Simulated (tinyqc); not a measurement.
Ballistic Schottky-barrier transistor with a two-dimensional channel, WKB contacts: two steps of the calculation.

Source Fermi level 0, drain Fermi level -Vd. Far from the contacts Ec = pn - psi, and the gate moves psi one to one; the band edges relax as exp(-x/lam) from pn at the source and pn - Vd at the drain; Ev = Ec - Eg. A carrier of energy w inside the channel band meets at a contact a barrier of height D (the contact edge beyond the channel edge): T = 1 for w >= D, else exp(-S), S = 4 lam sqrt(m/C) [sqrt(D - w) - sqrt(w) arctan sqrt((D - w)/w)], C = hbar^2/(2 m0). The two contacts combine as Ts Td/(Ts + Td - Ts Td).

Inputs (values chosen for the exercise); channel values close to those of a black phosphorus layer: temperature T = 250 K; barrier for electrons at both contacts pn = 0.36 eV; electron mass mn = 0.15 m0; valleys or subbands g = 1; screening length at the contacts lam = 4.3 nm; drain bias Vd = 0.5 V; band shift psi of the channel by the gate ps = 0.54 V; energy of one carrier inside the channel band w0 = 0.22 eV; upper end of the grid wm = 0.69 eV; points of the grid nE = 17.

Constants: q = 1.602176634e-19 C, kB = 1.380649e-23 J/K, hbar = 1.054571817e-34 J s, h = 6.62607015e-34 J s, m0 = 9.1093837015e-31 kg, Vt = kB T/q, hbar^2/(2 m0) = 0.0380998212 eV nm^2. Results are converted to the units shown.

Question 1. Transmission of one of the electrons. S and T at both contacts for w = w0, and the tunnelling distance lam ln(D/w) at the higher barrier.

D for electrons (eV): source 0.54000000, drain 0.04000000

Wanted: S at the source; S at the drain; combined T; tunnelling distance.

Answer 1.

S at the source = 5.2427
S at the drain = 0
combined T = 0.0052858
tunnelling distance = 3.8611 nm

Question 2. Current of the electrons on a coarse grid. I/W = g (2 q^2/h) int T(w) [N(Es + w) - N(Ed + w)] dw with w the energy of motion along the channel, N(y) = (1/2 pi) sqrt(pi m kB T/C) Fm(-y/kB T), Fm(x) = (1/sqrt(pi)) int_0^infinity u^(-1/2)/(1 + exp(u - x)) du. Electrons: Ds = psi, Dd = psi - Vd, Es = Ec, Ed = Ec + Vd. Holes: Ds = -psi, Dd = Vd - psi, Es = -Ev, Ed = -Ev - Vd. The size of each current is taken; both flow from drain to source and add. Simpson's rule on nE equally spaced w from 0 to wm.

Wanted: w; Ts; Td; T; size of the supply difference; current.

Answer 2.

w, point 0 to 16 (eV): [0.0000, 0.0431, 0.0862, 0.1294, 0.1725, 0.2156, 0.2587, 0.3019, 0.3450, 0.3881, 0.4313, 0.4744, 0.5175, 0.5606, 0.6038, 0.6469, 0.6900]
Ts, point 0 to 16: [1.283e-11, 3.201e-7, 1.158e-5, 1.411e-4, 9.702e-4, 0.004590, 0.01653, 0.04802, 0.1167, 0.2429, 0.4385, 0.6889, 0.9302, 1.000, 1.000, 1.000, 1.000]
Td, point 0 to 16: [0.001086, 1.000, 1.000, 1.000, 1.000, 1.000, 1.000, 1.000, 1.000, 1.000, 1.000, 1.000, 1.000, 1.000, 1.000, 1.000, 1.000]
T, point 0 to 16: [1.283e-11, 3.201e-7, 1.158e-5, 1.411e-4, 9.702e-4, 0.004590, 0.01653, 0.04802, 0.1167, 0.2429, 0.4385, 0.6889, 0.9302, 1.000, 1.000, 1.000, 1.000]
size of the supply difference, point 0 to 16 (1/um): [266.2, 230.9, 188.2, 132.0, 61.10, 13.88, 2.086, 0.2862, 0.03875, 0.005236, 7.074e-4, 9.556e-5, 1.291e-5, 1.744e-6, 2.356e-7, 3.183e-8, 4.300e-9]
current = 0.6588 uA/um

Range of the model: No scattering, image-force lowering, channel charge or band-to-band tunnelling; parabolic kappa overstates S deep in the gap.

tinyqc, about 0.9 s, one thread, Intel Xeon 2.30GHz (shared host): `OMP_NUM_THREADS=1 python tinyqc.py 2390148 2390149 out.jsonl`
